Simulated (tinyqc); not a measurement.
MOS capacitor with interface traps: C-V stretch-out, conductance peak and subthreshold swing: one step, computed by the program tinyqc. Command: `OMP_NUM_THREADS=1 python tinyqc.py 3027588 3027589 out.jsonl mostraps walk`. One thread of a shared host (Intel(R) Xeon(R) Processor @ 2.30GHz), about 0.01 s of CPU time with the checks.

Energies at the interface are counted from the valence band. psi > 0 means bending towards depletion, so the surface potential is -psi. Boltzmann statistics, full ionisation, no quantum confinement. Traps are neutral when filled up to E_n, with a sharp (zero-temperature) occupation.

Task: Charges at the given band bending. With u = psi/k_B T and r = (n_i/N)^2: F = sqrt(exp(-u) + u - 1 + r (exp(u) - u - 1)); Q_s = +sign(u) sqrt(2) eps_s eps_0 (k_B T/e) F/L_D; C_s = (eps_s eps_0/(sqrt(2) L_D)) |1 - exp(-u) + r (exp(u) - 1)|/F; at high frequency, below strong inversion, the terms in r are dropped. D(E) = D_0 + D_1 [exp(-E/w) + exp(-(E_g - E)/w)]. E_F at the interface is E_s = E_F - psi; Q_it = -e int from E_n to E_s of D(E) dE; C_it = e D(E_s) (per volt); V_G = phi_ms - psi - (Q_s + Q_it + e N_f)/C_ox.

Inputs (values chosen for the exercise, modelled on 4H-SiC, with an insulator like Al2O3):

| quantity | value | unit |
|---|---|---|
| gap E_g | 3.19 | eV |
| dielectric constant eps_s | 9.94 | - |
| doping N | 5.2e+17 | cm^-3 |
| work-function difference phi_ms | -0.98 | V |
| fixed charge N_f | 3.8e+11 | cm^-2 |
| trap density D_0 | 4.4e+12 | cm^-2 eV^-1 |
| neutrality level E_n | 1.95 | eV |
| band bending towards depletion psi | 0.54 | V |
| temperature T | 200 | K |
| edge density D_1 | 2.4e+13 | cm^-2 eV^-1 |
| tail width w | 0.049 | eV |

Substrate: n-type. Trap spectrum: U-shaped.

k_B T = 0.01723467 eV

n_i = 1.253884e-21 cm^-3

Debye length L_D = 4.266897 nm

bulk E_F = 3.139413 eV

C_ox = 0.9010438 microF/cm^2

Constants: eps_0 = 8.8541878128e-12 F/m; e = 1.602176634e-19 C.

Give: E_s; Q_s; C_s; C_s at high frequency; D(E_s); Q_it; C_it; gate voltage V_G.

Result:

E_s = 2.599 eV

Q_s = 0.2769 microC/cm^2

C_s = 0.2648 microF/cm^2

C_s at high frequency = 0.2648 microF/cm^2

D(E_s) = 4.400e+12 cm^-2 eV^-1

Q_it = -0.4578 microC/cm^2

C_it = 0.7050 microF/cm^2

gate voltage V_G = -1.387 V

The traps hold negative charge because E_s lies above E_n. Caution: the bulk E_F lies within 3 k_B T of the majority band, where the dopants may be only partly ionised. Caution: traps deeper than about 24 k_B T and minority carriers reach equilibrium slowly or not at all, so the charges here are limits for very slow sweeps.
